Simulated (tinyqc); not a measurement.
Inside a calculation. Method: empirical pseudopotential in a few plane waves. Computed by tinyqc, a small Python program that keeps every step. Settings: plane-wave index or count = 15. Command: `OMP_NUM_THREADS=1 python tinyqc.py 29303 29304 out.jsonl` (the two numbers bound the seeds that draw the settings). One thread of a shared host (Intel(R) Xeon(R) Processor @ 2.60GHz), about 0.2 s of CPU time with the checks.

## Bloch Hamiltonian at G

Parameters chosen for this model: fcc lattice, atoms at +/- a/8 (1,1,1); form factors in rydberg at |G|^2 in units of (2 pi/a)^2:
```
parameter                 value      unit
a                      5.490000  angstrom
VS(3)                 -0.232000        Ry
VS(8)                  0.013000        Ry
VS(11)                 0.081000        Ry
VA(3)                         0        Ry
VA(4)                         0        Ry
VA(11)                        0        Ry
hbar^2/2m (2 pi/a)^2   4.990430        eV
```

k point G (2 pi / a): 0  0  0

Basis: the 15 shortest G (labels in 2 pi/a), the same at every k. H(G,G') = c |k + G|^2 delta + VS(|G-G'|^2) cos((G-G').tau) + i VA sin((G-G').tau), tau = a/8 (1,1,1); 1 Ry = 13.605693 eV.

H(k) at G (eV), lower triangle:
```
          +0+0+0    -1-1-1    -1-1+1    -1+1-1    -1+1+1    +1-1-1    +1-1+1    +1+1-1
+0+0+0   0.00000
-1-1-1   2.23200  14.97129
-1-1+1  -2.23200   0.00000  14.97129
-1+1-1  -2.23200   0.00000   0.17687  14.97129
-1+1+1  -2.23200  -0.17687   0.00000   0.00000  14.97129
+1-1-1  -2.23200   0.00000   0.17687   0.17687   0.00000  14.97129
+1-1+1  -2.23200  -0.17687   0.00000   0.00000   0.17687   0.00000  14.97129
+1+1-1  -2.23200  -0.17687   0.00000   0.00000   0.17687   0.00000   0.17687  14.97129
+1+1+1   2.23200   0.00000  -0.17687  -0.17687   0.00000  -0.17687   0.00000   0.00000
-2+0+0   0.00000  -2.23200  -2.23200  -2.23200   2.23200   0.77927  -0.77927  -0.77927
+0-2+0   0.00000  -2.23200  -2.23200   0.77927  -0.77927  -2.23200   2.23200  -0.77927
+0+0-2   0.00000  -2.23200   0.77927  -2.23200  -0.77927  -2.23200  -0.77927   2.23200
+0+0+2   0.00000  -0.77927   2.23200  -0.77927  -2.23200  -0.77927  -2.23200   0.77927
+0+2+0   0.00000  -0.77927  -0.77927   2.23200  -2.23200  -0.77927   0.77927  -2.23200
+2+0+0   0.00000  -0.77927  -0.77927  -0.77927   0.77927   2.23200  -2.23200  -2.23200

          +1+1+1    -2+0+0    +0-2+0    +0+0-2    +0+0+2    +0+2+0    +2+0+0
+1+1+1  14.97129
-2+0+0  -0.77927  19.96172
+0-2+0  -0.77927   0.17687  19.96172
+0+0-2  -0.77927   0.17687   0.17687  19.96172
+0+0+2  -2.23200  -0.17687  -0.17687   0.00000  19.96172
+0+2+0  -2.23200  -0.17687   0.00000  -0.17687   0.17687  19.96172
+2+0+0  -2.23200   0.00000  -0.17687  -0.17687   0.17687   0.17687  19.96172
```

## Levels at G

Diagonalise the Hermitian matrix.

eigenvalues (eV): -2.24563  10.82473  10.82473  10.82473  12.42870  14.79442  14.79442  14.79442  17.74755  19.60797  19.60797  23.74243  23.93141  23.93141  23.93141

## Bands along a path

The same steps at evenly spaced points between the labelled ones.

Bands along the path (eV), lowest eight:
```
k           band 1    band 2    band 3    band 4    band 5    band 6    band 7    band 8
L          0.22397   3.43680   9.93130   9.93130  12.18615  15.86320  15.86320  18.59012
L-G 0.20  -0.36724   4.21450   9.92525   9.92525  12.25595  15.77966  15.77966  18.76971
L-G 0.40  -1.12261   5.67074  10.08492  10.08492  12.54344  15.79299  15.79299  18.55999
L-G 0.60  -1.73336   7.46206  10.36874  10.36874  13.00257  15.56382  15.56382  16.53613
L-G 0.80  -2.11606   9.40959  10.67805  10.67805  13.23500  14.97117  15.05812  15.05812
G         -2.24563  10.82473  10.82473  10.82473  12.42870  14.79442  14.79442  14.79442
G-X 0.20  -2.07252   9.36244  10.40693  10.40693  13.87924  14.10188  15.47824  15.47824
G-X 0.40  -1.55603   7.42039   9.64783   9.64783  13.11210  14.89501  17.02384  17.02384
G-X 0.60  -0.70525   5.55533   9.01283   9.01283  12.42935  13.84713  18.94397  18.94397
G-X 0.80   0.46313   3.82035   8.65552   8.65552  12.17240  12.73396  21.08340  21.08340
X          1.92290   2.26365   8.63115   8.63115  12.08009  12.39484  23.42398  23.42398
```

With 4 band(s) filled, the highest filled level on these points lies at G and the lowest empty one at X: a gap of 1.2554 eV, indirect. This holds for the small fixed basis; with all plane waves up to |k + G|^2 = 21 (2 pi/a)^2 the gap along the path is 1.28 eV.

## Convergence with the number of plane waves

Levels at G counted from the fourth one.

Levels (eV):
```
plane waves    level 1  level 5  level 8
9            -17.04005  0.00000  0.70750
15           -13.07036  1.60398  3.96969
27           -12.38325  2.29110  3.89745
51           -12.42666  2.49782  4.09752
59           -12.47271  2.51070  3.92698
65           -12.49087  2.51070  3.88773
89           -12.45928  2.49797  3.91585
```
